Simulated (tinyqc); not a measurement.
# Thin-film transistor with exponential tail and deep states, accumulation layer: what changes with what

An undoped film in accumulation, thicker than the space-charge layer. With band bending psi the Fermi level lies E0 - psi below the band edge. Free electrons n = n0 exp(psi/Vt) carry the current; electrons in two exponential distributions of traps, a = a0 exp(psi/Va) and d = d0 exp(psi/Vp), do not. Linear regime, ohmic contacts, traps in equilibrium.

Parameters, values chosen for the exercise; values close to those of amorphous silicon: temperature T = 250 K; relative permittivity of the semiconductor eps_r = 11.8; density of extended states Nc = 4.9e19 cm^-3; band mobility mb = 8.9 cm^2/(V s); total density of tail states Nt = 9.8e19 cm^-3; characteristic temperature of the tail Tt = 320 K; total density of deep states Nd = 4.7e17 cm^-3; characteristic temperature of the deep states Td = 1140 K; bulk Fermi level below the band edge E0 = 0.62 eV; gate capacitance Ci = 20 nF/cm^2; ratio W/L WL = 20; drain voltage Vd = 0.2 V; gate voltage above flat band Vg = 14 V.

Constants: q = 1.602176634e-19 C, kB = 1.380649e-23 J/K, Vt = kB T/q, eps0 = 8.8541878128e-14 F/cm where lengths are in cm. Results are converted to the units shown.

Each table varies one quantity; the others keep the values above.

## Transfer curve

Va = kB Tt/q, Vp = kB Td/q; n0 = Nc exp(-E0/Vt), a0 = Nt th(T/Tt) exp(-E0/Va), d0 = Nd th(T/Td) exp(-E0/Vp), th(x) = pi x/sin(pi x). G(psi) = sum over the three kinds of c0 [V (exp(psi/V) - 1) - psi], field F = sqrt(2 q G/(eps0 eps_r)); Vg = psi + eps0 eps_r F/Ci at the surface. Total charge Q = Ci (Vg - psi_s); free charge Qf = q times the integral of n0 (exp(psi/Vt) - 1)/F over psi from 0 to psi_s; I = (W/L) mb Qf Vd; effective mobility mb Qf/Q. The last column is d ln I/d ln Vg.

Transfer curve:
```
Vg (V)	E0 - psi_s (eV)	Q (nC/cm^2)	free share (%)	effective mobility (cm^2/(V s))	I (nA)	exponent
0.56	0.4673	8.146	1.288e-4	1.146e-5	3.734e-4	4.467
0.91	0.3995	13.79	9.836e-4	8.754e-5	0.004829	6.029
1.5	0.3174	23.95	0.01441	0.001283	0.1229	6.581
2.4	0.2477	40.55	0.1319	0.01174	1.904	4.808
4	0.1953	71.51	0.5224	0.04649	13.30	3.022
6.5	0.1584	120.8	1.092	0.09719	46.95	2.275
11	0.1244	210.1	1.864	0.1659	139.4	1.908
17	0.09833	329.6	2.626	0.2337	308.1	1.751
28	0.06970	549.0	3.671	0.3267	717.5	1.647
```

Read the table: what changes, and by how much?

The current rises from 3.73e-4 to 717 nA and the free share rises from 1.29e-4 to 3.67 %; the exponent goes from 4.47 through a maximum of 6.58 (at Vg = 1.5 V among the rows listed) to 1.65. If one kind of trap held all the charge, I would go as Q^(2 Tx/T - 1): 8.12 for the deep states, 1.56 for the tail and 1 for free electrons alone. For Vg = 6.5 to 28 V the th form, which assumes a Fermi level far below the edge, overcounts the filled tail at the surface by more than 15 %.

## Effect of the characteristic temperature of the tail

Same model as above.

Result of one run:
```
Tt (K)	E0 - psi_s (eV)	Q (nC/cm^2)	free share (%)	effective mobility (cm^2/(V s))	I (nA)
550	0.1641	270.9	0.1519	0.01352	14.65
```

What becomes of these results when the characteristic temperature of the tail Tt is changed from 550 to 470 K, all else the same?

Result of the changed run:
```
Tt (K)	E0 - psi_s (eV)	Q (nC/cm^2)	free share (%)	effective mobility (cm^2/(V s))	I (nA)
470	0.1409	270.4	0.4680	0.04165	45.05
```

The whole series:
```
Tt (K)	E0 - psi_s (eV)	Q (nC/cm^2)	free share (%)	effective mobility (cm^2/(V s))	I (nA)
310	0.1092	269.8	2.363	0.2103	226.9
350	0.1135	269.9	1.847	0.1644	177.5
390	0.1211	270.0	1.249	0.1112	120.1
430	0.1304	270.2	0.7832	0.06971	75.34
470	0.1409	270.4	0.4680	0.04165	45.05
510	0.1522	270.6	0.2701	0.02404	26.03
550	0.1641	270.9	0.1519	0.01352	14.65
590	0.1766	271.1	0.08371	0.007450	8.080
```

As Tt goes from 310 to 590 K, the free share falls from 2.36 to 0.0837 %, the distance of the Fermi level from the edge rises from 0.109 to 0.177 eV and the current falls from 227 to 8.08 nA. Q varies by only 0.50 %: the gate sets the charge, the traps decide how much of it moves. For Tt = 310 to 350 K the th form, which assumes a Fermi level far below the edge, overcounts the filled tail at the surface by more than 15 %.

Numbers from tinyqc (`OMP_NUM_THREADS=1 python tinyqc.py 2610043 2610044 out.jsonl`; about 0.02 s on one thread of a shared Intel Xeon 2.30GHz).
